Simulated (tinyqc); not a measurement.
Straight dislocations in isotropic elasticity: fields, energies, partials, Peierls stress and walls: one step, computed by the program tinyqc.

The line runs along z, the glide plane is y = 0, and beta is the angle between b and the line (0 screw, 90 degrees edge): b_e = b sin(beta) along +x with the extra half plane at y > 0, b_s = b cos(beta). Stress is positive in tension.

Problem. Line energy and line tension. Energy factor K = G [cos^2(beta) + sin^2(beta)/(1 - nu)]. E = K b^2/(4 pi) ln(R/r0) with R = 1/(2 sqrt(rho)); tension T = E + d^2E/d(beta)^2 = G b^2 [1 + nu - 3 nu sin^2(beta)]/(4 pi (1 - nu)) ln(R/r0). The core energy is taken into r0.

Inputs (values chosen for the exercise, for a model fcc or diamond crystal):
```
quantity                   value      unit
shear modulus G             61.2       GPa
Poisson ratio nu           0.315         -
Burgers vector b           2.519  angstrom
dislocation density rho  1.7e+14     1/m^2
core radius r0/b               1         -
```

Character: screw.

Constants: 1 eV/angstrom^3 = 160.2176634 GPa.

Give: energy factor K; ln(R/r0); line energy E; line tension T; stored energy rho E.

Solution.

energy factor K = 61.2 GPa

ln(R/r0) = 5.0254

line energy E = 9.6931 eV/nm

line tension T = 18.608 eV/nm

stored energy rho E = 264.01 kJ/m^3

T/E = 1.92: bowing turns parts of the line towards the costlier edge character, so it is stiff.
